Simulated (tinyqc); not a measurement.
# Worked calculation: resistive memory cell, filament-gap model with Joule heating

tinyqc, about 0.1 s, one thread, Intel Xeon 2.30GHz (shared host): `OMP_NUM_THREADS=1 python tinyqc.py 2880128 2880129 out.jsonl` Printed values are rounded.

A tunnelling gap g separates the tip of a filament from the electrode. I = I0 exp(-g/g0) sinh(Vd/V0), with Vd = V - I Rs on the device; T = T0 + Rth Vd I at once; the gap closes as dg/dt = -nu exp(-q Ea/(kB T)) sinh(al q Vd/(kB T)). All constants are fitting values of a compact model.

Inputs (values chosen for the exercise):

| symbol | value | unit | meaning |
|---|---|---|---|
| T0 | 300 | K | ambient temperature |
| I0 | 0.67 | mA | current scale |
| g0 | 0.34 | nm | tunnelling length |
| V0 | 0.45 | V | voltage scale |
| nu | 100 | m/s | attempt velocity |
| Ea | 0.9 | eV | activation energy |
| al | 0.53 |  | barrier lowering per volt on the device |
| Rth | 53000 | K/W | thermal resistance |
| Rs | 500 | ohm | series resistance |
| V | 1.34 | V | pulse voltage |

Constants: q = 1.602176634e-19 C, kB = 1.380649e-23 J/K. Results are converted to the units shown.

## Iteration 1: voltage on the device

Vd at the start = 1.34 V
g = 1 nm

I = I0 exp(-g/g0) sinh(Vd/V0); Vd(new) = V - Rs I.

I = 346.588 uA
Vd after iteration 1 = 1.16671 V

## Iteration 2: voltage on the device

As before.

I = 235.102 uA
Vd after iteration 2 = 1.22245 V

## Course of the iteration: voltage on the device

Stop when Vd changes by less than 1e-10 V, or after 30 iterations.

Course of the iteration:
```
iteration   Vd (V)  |change| (V)
1          1.16671         0.173
2          1.22245        0.0557
3          1.20678        0.0157
4          1.21138       4.60e-3
5          1.21005       1.33e-3
6          1.21044       3.88e-4
7          1.21032       1.13e-4
8          1.21036       3.28e-5
9          1.21035       9.54e-6
10         1.21035       2.77e-6
11         1.21035       8.07e-7
12         1.21035       2.35e-7
13         1.21035       6.82e-8
14         1.21035       1.98e-8
15         1.21035       5.77e-9
16         1.21035       1.68e-9
17         1.21035      4.88e-10
18         1.21035      1.42e-10
19         1.21035      4.12e-11
```

Converged in 19 iterations. At the end each change is about 0.29 times the one before, with alternating sign: linear convergence.

## Current, temperature and closing rate

Vd = 1.21035 V

I, T and dg/dt as above.

I = 259.303 uA
T = 316.634 K
lowered barrier Ea - al Vd = 0.258515 eV
-dg/dt = 0.00383929 nm/ns

Without heating the rate would be 0.00227 nm/ns, so heating by 16.6 K multiplies it by 1.69.
